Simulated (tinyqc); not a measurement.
Short-channel transistor, virtual-source model with series resistance: one step of the calculation.

The current per gate width is the charge at the top of the source barrier (the virtual source) times its velocity times a saturation function; al and be are fitting constants of the model. Units: I in uA/um, Rs in ohm um, so I Rs = 1e-6 I Rs in volts; Q in uC/cm^2, so I = 1e-4 Q vx0 Fsat with vx0 in cm/s.

Task. Current through the series resistance. Intrinsic voltages Vg' = Vgs - I Rs, Vd' = Vds - 2 I Rs. n = n0 + nd Vd', VT = VT0 - dl Vd', Ff = 1/(1 + exp((Vg' - VT + al Vt/2)/(al Vt))), Q = Cinv n Vt ln(1 + exp((Vg' - VT + al Vt Ff)/(n Vt))), Vdsat = (vx0 L/mu)(1 - Ff) + Vt Ff, Fsat = u/(1 + u^be)^(1/be) with u = Vd'/Vdsat, and I(out) = Q vx0 Fsat per width. (Fsat takes the sign of u.) Newton step: I(new) = I + (I(out) - I)/(1 - s), s = dI(out)/dI by a central difference with +/- 0.001 uA/um.

Parameters, values chosen for the exercise:
```
symbol,value,unit,meaning
T,300,K,temperature
Cinv,3.93,uF/cm^2,inversion capacitance
vx0,9.49e6,cm/s,velocity at the virtual source
mu,430,cm^2/(V s),apparent mobility
L,25,nm,channel length
VT0,0.48,V,threshold at zero drain voltage
dl,0.195,V/V,drain-induced barrier lowering
n0,1.51,,subthreshold factor
nd,0.2,1/V,growth of n with drain voltage
al,3.5,,threshold shift (in units of Vt) from weak to strong inversion
be,1.4,,sharpness of saturation
Rs,70,ohm um,series resistance of each contact
Vgs,0.74,V,gate voltage
Vds,0.05,V,drain voltage
```

Constants: q = 1.602176634e-19 C, kB = 1.380649e-23 J/K, Vt = kB T/q. Results are converted to the units shown.

I after iteration 1 = 285.49737 uA/um

Find: Vg'; Vd'; VT; Ff; Q; Vdsat; Fsat; I(out); s; I after iteration 2.

Result.

Vg' = 0.72002 V
Vd' = 0.010030 V
VT = 0.47804 V
Ff = 0.040146
Q = 0.96551 uC/cm^2
Vdsat = 0.053997 V
Fsat = 0.17413
I(out) = 159.55 uA/um
s = -2.0916
I after iteration 2 = 244.76 uA/um

Numbers from tinyqc (`OMP_NUM_THREADS=1 python tinyqc.py 2380064 2380065 out.jsonl`; about 0.01 s on one thread of a shared Intel Xeon 2.30GHz).
